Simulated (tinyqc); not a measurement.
Stability and critical current from long pulses.

Problem. For long pulses a magnetic tunnel junction switches at I = Ic0 [1 - ln(tp/t0)/Delta]. Find Ic0 and Delta.

Parameters, values chosen for the exercise:

| symbol | value | unit | meaning |
|---|---|---|---|
| t0 | 1 | ns | attempt time |

switching current for pulses of 0.0001 and 1 s (uA): 10.183179  7.1923303

Answer. I is linear in ln tp: it equals Ic0 at tp = t0, and the slope is -Ic0/Delta.

Ic0 = 13.9 uA
Delta = 42.9

Program tinyqc, `OMP_NUM_THREADS=1 python tinyqc.py 2450048 2450049 out.jsonl`; Intel Xeon 2.30GHz, shared host, one thread, about 0.01 s.
